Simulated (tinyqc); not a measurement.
Worked calculation: CIS and TDHF on RHF in the sto-3g basis, for H3+, spin multiplicity 1. Computed by tinyqc, a small Python program that keeps every step (integrals from PySCF). Settings: charge = 1, multiplicity = 1, basis = sto-3g, method = RHF, energy threshold = 1e-10, iteration cap = 61, orthogonalisation = symmetric, start = Wolfsberg-Helmholz matrix, DIIS depth = 6, TDHF = 1. Command: `OMP_NUM_THREADS=1 python tinyqc.py 26425 26426 out.jsonl` (the two numbers bound the seeds that draw the settings). One thread of a shared host (Intel(R) Xeon(R) Processor @ 2.60GHz), about 0.04 s of CPU time with the checks. The early iterations of the SCF are left out here.

## One-electron integrals

Geometry (angstrom):
```
atom       x       y       z
H     0.0000  0.0000  0.0000
H     0.0000  0.0000  1.0690
H     0.0000  0.9260  0.5340
```

Basis sto-3g: exponents (1/bohr^2) and contraction coefficients of normalised primitives:
```
element  l (shell)  exponent  coefficient
H            s (1)    3.4253       0.1543
H            s (1)    0.6239       0.5353
H            s (1)    0.1689       0.4446
```

Overlap, kinetic and nuclear-attraction integrals over the contracted functions; the nuclear repulsion is the sum of Za Zb / Rab.

nuclear repulsion = 1.484887 hartree

overlap S, order 1H 1s, 2H 1s, 3H 1s:
$$\begin{pmatrix}
1.0000 & 0.4568 & 0.4568 \\
0.4568 & 1.0000 & 0.4565 \\
0.4568 & 0.4565 & 1.0000
\end{pmatrix}$$

kinetic energy T (hartree), order 1H 1s, 2H 1s, 3H 1s:
$$\begin{pmatrix}
0.7600 & 0.0877 & 0.0877 \\
0.0877 & 0.7600 & 0.0875 \\
0.0877 & 0.0875 & 0.7600
\end{pmatrix}$$

nuclear attraction V (hartree), order 1H 1s, 2H 1s, 3H 1s:
$$\begin{pmatrix}
-2.1935 & -0.9464 & -0.9465 \\
-0.9464 & -2.1933 & -0.9458 \\
-0.9465 & -0.9458 & -2.1933
\end{pmatrix}$$

core Hamiltonian H = T + V (hartree), order 1H 1s, 2H 1s, 3H 1s:
$$\begin{pmatrix}
-1.4335 & -0.8587 & -0.8588 \\
-0.8587 & -1.4333 & -0.8583 \\
-0.8588 & -0.8583 & -1.4333
\end{pmatrix}$$

## Two-electron integrals

Functions are numbered as in S; the eight-fold symmetry (ij|kl) = (ji|kl) = (kl|ij) leaves the list below.

Two-electron integrals (ij|kl) in chemists' order, unique and non-zero (hartree):
```
(11|11) 0.7746   (21|11) 0.2786   (21|21) 0.1313   (22|11) 0.4561
(22|21) 0.2786   (22|22) 0.7746   (31|11) 0.2786   (31|21) 0.1173
(31|22) 0.2193   (31|31) 0.1313   (32|11) 0.2193   (32|21) 0.1172
(32|22) 0.2784   (32|31) 0.1172   (32|32) 0.1312   (33|11) 0.4562
(33|21) 0.2193   (33|22) 0.4560   (33|31) 0.2786   (33|32) 0.2784
(33|33) 0.7746
```

## Orthogonalisation

S = U s U^T; symmetric (Loewdin) form X = U s^(-1/2) U^T, so that X^T S X = 1.

eigenvalues of S: [0.5431, 0.5435, 1.9134]

X, order 1H 1s, 2H 1s, 3H 1s:
$$\begin{pmatrix}
1.1455 & -0.2113 & -0.2114 \\
-0.2113 & 1.1454 & -0.2111 \\
-0.2114 & -0.2111 & 1.1454
\end{pmatrix}$$

## Iteration 3 (converged): orbitals

converged F (hartree), order 1H 1s, 2H 1s, 3H 1s:
$$\begin{pmatrix}
-0.7203 & -0.6704 & -0.6704 \\
-0.6704 & -0.7201 & -0.6701 \\
-0.6704 & -0.6701 & -0.7202
\end{pmatrix}$$

Diagonalise F' = X^T F X, C = X C', fill 1 alpha and 1 beta electrons from the bottom; D = 2 C_occ C_occ^T. Each column has its largest component positive (the first on a tie).

F' = X^T F X (hartree):
$$\begin{pmatrix}
-0.4203 & -0.3285 & -0.3285 \\
-0.3285 & -0.4203 & -0.3282 \\
-0.3285 & -0.3282 & -0.4203
\end{pmatrix}$$

orbital energies (hartree): MO1 -1.0770, MO2 -0.0921, MO3 -0.0917

coefficients C, order 1H 1s, 2H 1s, 3H 1s:
$$\begin{pmatrix}
0.4175 & -0.0613 & 1.1061 \\
0.4173 & 0.9884 & -0.5001 \\
0.4173 & -0.9270 & -0.6063
\end{pmatrix}$$

D after iteration 3, order 1H 1s, 2H 1s, 3H 1s:
$$\begin{pmatrix}
0.3486 & 0.3484 & 0.3485 \\
0.3484 & 0.3483 & 0.3483 \\
0.3485 & 0.3483 & 0.3484
\end{pmatrix}$$

## Convergence

Stop when the energy changes by less than 1e-10 hartree and every element of the error matrix X^T (F D S - S D F) X is below 3e-06.

Course of the cycle:
```
iteration  E (hartree)     change  largest element of the error matrix
1            -1.238705          -                             6.70e-05
2            -1.238705  -4.58e-09                             8.26e-06
3            -1.238705  -7.06e-11                             5.67e-11
```

PySCF RHF in the same basis = -1.238705 hartree

Converged in 3 iterations.

## Integrals over molecular orbitals

(pq|rs) = sum C_ip C_jq C_kr C_ls (ij|kl), one index at a time.

one-electron integrals over orbitals h = C^T H C (hartree):
$$\begin{pmatrix}
-1.6466 & 0.0000 & -0.0001 \\
0.0000 & -1.0580 & 0.0000 \\
-0.0001 & 0.0000 & -1.0577
\end{pmatrix}$$

Two-electron integrals over orbitals (pq|rs), unique and non-zero (hartree):
```
(11|11) 0.5695      (21|11) -1.01e-05   (21|21) 0.1446      (22|11) 0.5553
(22|21) 0.0163      (22|22) 0.6422      (31|11) 6.03e-05    (31|22) -0.0970
(31|31) 0.1446      (32|21) -0.0970     (32|22) -1.13e-05   (32|31) -0.0163
(32|32) 0.0778      (33|11) 0.5553      (33|21) -0.0163     (33|22) 0.4867
(33|31) 0.0970      (33|32) 1.13e-05    (33|33) 0.6422
```

## CIS matrix, singlets

A(ia,jb) = (e_a - e_i) d_ij d_ab + 2 (ia|jb) - (ij|ab).

CIS matrix A, singlet (hartree), order 1>2, 1>3:
$$\begin{pmatrix}
0.7189 & 0.0000 \\
0.0000 & 0.7193
\end{pmatrix}$$

## CIS singlet states

dipole integrals <i|r|a> (bohr), order 1>2, 1>3:
$$\begin{pmatrix}
0.0000 & -0.8317 & 0.5440 \\
0.0000 & -0.5439 & -0.8315
\end{pmatrix}$$

Diagonalise A (1 hartree = 27.211386 eV); each vector has its largest component positive (the first on a tie). The transition dipole is mu = sqrt2 sum c_ia <i|r|a>.

singlet excitation energies (eV): [19.5629, 19.5722]

lowest vectors, order 1>2, 1>3:
$$\begin{pmatrix}
1.0000 & 0.0000 \\
0.0000 & 1.0000
\end{pmatrix}$$

oscillator strengths 2/3 w |mu|^2: [0.9467, 0.9467]

## TDHF (RPA) singlet states

B(ia,jb) = 2 (ia|jb) - (ib|ja); the squared energies are the eigenvalues of (A - B)(A + B); 1 hartree = 27.211386 eV.

TDHF matrix B, singlet (hartree), order 1>2, 1>3:
$$\begin{pmatrix}
0.1446 & 0.0000 \\
0.0000 & 0.1446
\end{pmatrix}$$

squared energies w^2 (hartree^2): [0.4959, 0.4964]

TDHF energies from the positive w^2 (eV): [19.1631, 19.1725]

## CIS matrix, triplets

A(ia,jb) = (e_a - e_i) d_ij d_ab - (ij|ab).

CIS matrix A, triplet (hartree), order 1>2, 1>3:
$$\begin{pmatrix}
0.4297 & 0.0000 \\
0.0000 & 0.4300
\end{pmatrix}$$

## CIS triplet states

Diagonalise A (1 hartree = 27.211386 eV); each vector has its largest component positive (the first on a tie).

triplet excitation energies (eV): [11.6927, 11.7017]

lowest vectors, order 1>2, 1>3:
$$\begin{pmatrix}
1.0000 & 0.0000 \\
0.0000 & 1.0000
\end{pmatrix}$$

## TDHF (RPA) triplet states

B(ia,jb) = - (ib|ja); the squared energies are the eigenvalues of (A - B)(A + B); 1 hartree = 27.211386 eV.

TDHF matrix B, triplet (hartree), order 1>2, 1>3:
$$\begin{pmatrix}
-0.1446 & 0.0000 \\
0.0000 & -0.1446
\end{pmatrix}$$

squared energies w^2 (hartree^2): [0.1637, 0.1640]

TDHF energies from the positive w^2 (eV): [11.0106, 11.0202]
